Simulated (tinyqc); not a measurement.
Inside a calculation: donor level screened by free carriers (Yukawa potential). Values are carried at full precision from step to step, so a last printed digit may differ when a step is redone from the rounded ones.

Screening wave number: Debye ks^2 = 4 pi q n/(eps kB T); Thomas-Fermi ks^2 = 6 pi q n/(eps EF) with EF = c (3 pi^2 n/gv)^(2/3)/m, c = hbar^2/2m0; the two are joined by 1/ks^2 = sqrt(1/ks_D^4 + 1/ks_TF^4). 1e18/cm^3 = 1e-6/angstrom^3, q = e^2/(4 pi eps0).

Constants: e^2/(4 pi eps0) = 14.39964547 eV angstrom; kB = 8.617333262e-05 eV/K; hbar^2/2m0 = 3.80998211 eV angstrom^2; Ry = 13.60569312 eV; a0 (Bohr radius) = 0.5291772105 angstrom.

Parameters, chosen for this exercise (near those of a donor in GaN, with one mean mass; the results hold for these values, not for the real material): m = 0.202 m0 (mass); eps = 9.6 (dielectric constant); gv = 1 (valleys); T = 400 K (temperature); n = 0.28 x 1e18/cm^3 (free-carrier density).

## Units and screening length

Give Ry* = Ry m/eps^2, a* = a0 eps/m, EF, the three values of ks, and x = ks a*.

Ry* = 29.822 meV
a* = 25.15 angstrom
EF = 7.73 meV

ks: Debye, Thomas-Fermi, joined (1/angstrom): 0.01237  0.03201  0.01231

x = 0.3095

EF/kB T = 0.22, so the Debye value, the smaller one, controls the screening.

## One-parameter trial function

Potential -(q/(eps r)) exp(-ks r), q = e^2/(4 pi eps0). In units Ry* = Ry m/eps^2 and a* = a0 eps/m the problem is [-Laplacian - 2 exp(-x r)/r] psi = E psi with x = ks a*.

For exp(-z r): E(z) = z^2 - 8 z^3/(2z + x)^2 in Ry*. Scan z = 0.5, 0.6, ..., 1.1, then minimise; first order gives -1 + 2x.

Scan (Ry*):

| z | kinetic | potential | E |
|---|---|---|---|
| 0.5 | 0.2500 | -0.5832 | -0.3332 |
| 0.6 | 0.3600 | -0.7584 | -0.3984 |
| 0.7 | 0.4900 | -0.9390 | -0.4490 |
| 0.8 | 0.6400 | -1.1234 | -0.4834 |
| 0.9 | 0.8100 | -1.3106 | -0.5006 |
| 1.0 | 1.0000 | -1.4999 | -0.4999 |
| 1.1 | 1.2100 | -1.6908 | -0.4808 |

best z = 0.946
E = -0.5025 Ry*
binding = 14.99 meV

First order in x would give -0.381 Ry*, a rigid shift by q ks/eps; it overstates the loss of binding by 0.121 Ry*.

## Converged levels

Converged values use 18 functions exp(-z r), z = 1.55^i, i = -11 to 6: S = 2/A^3, H = z_i z_j S - 2/(A + x)^2, A = z_i + z_j.

The 1s and 2s levels and the mean radius.

1s = -0.5032 Ry*
binding = 15.01 meV
<r> = 40.6 angstrom
second root = 0.0000 Ry*

The trial function misses by 0.0007 Ry*. Screening leaves 50 % of the bare binding, 0.44 kB T. 2s is no longer bound (it unbinds at x = 0.310).

## Checks

- 1s at x = 0.5 against the known -0.29623 Ry*: both -0.29623.
- 1s at x = 0 against -1: both -1.00000.

Program tinyqc; command `OMP_NUM_THREADS=1 python tinyqc.py 1251717 1251718 out.jsonl`; about 0.02 s on one thread of a shared Intel(R) Xeon(R) Processor @ 2.30GHz.
